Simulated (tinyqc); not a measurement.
Effect of the position of a charge sheet.

One sheet of -1e11 cm^-2 lies at the depth x from the gate; it shifts Vfb by -(q/eps0) Q s, with s = x/e2 in layer 2 and t2/e2 + (x - t2)/e1 in layer 1, and it induces the share s/(t1/e1 + t2/e2) of its image in the semiconductor.

Values chosen for this exercise: thickness of layer 1, next to the semiconductor t1 = 1.5 nm; relative permittivity of layer 1 e1 = 7.5; thickness of layer 2, next to the gate t2 = 4.6 nm; relative permittivity of layer 2 e2 = 9.16.

Constants: q = 1.602176634e-19 C, eps0 = 8.8541878128e-14 F/cm where lengths are in cm. Results are converted to the units shown.

Results:
```
x (nm)  shift (mV)  image in the semiconductor (%)
0                0                               0
0.76         1.501                           11.82
1.52         3.003                           23.63
2.29         4.524                           35.60
3.05         6.025                           47.42
3.81         7.526                           59.24
5.34         10.87                           85.57
6.1          12.71                           100.0
```

Estimate the missing row, x = 4.57 nm.

Computed row:
```
x (nm)  shift (mV)  image in the semiconductor (%)
4.57         9.028                           71.05
```

With this row back in the table: The shift grows from 0 at the gate to 12.7 mV at the semiconductor, by 1.98 mV/nm in layer 2 and 2.41 mV/nm in layer 1, the ratio of the permittivities. A sheet between the layers has 71.5 % of its full effect.

Computed by the program tinyqc: `OMP_NUM_THREADS=1 python tinyqc.py 2010144 2010145 out.jsonl`, one thread of a shared Intel Xeon 2.30GHz, about 0.01 s for the whole run.
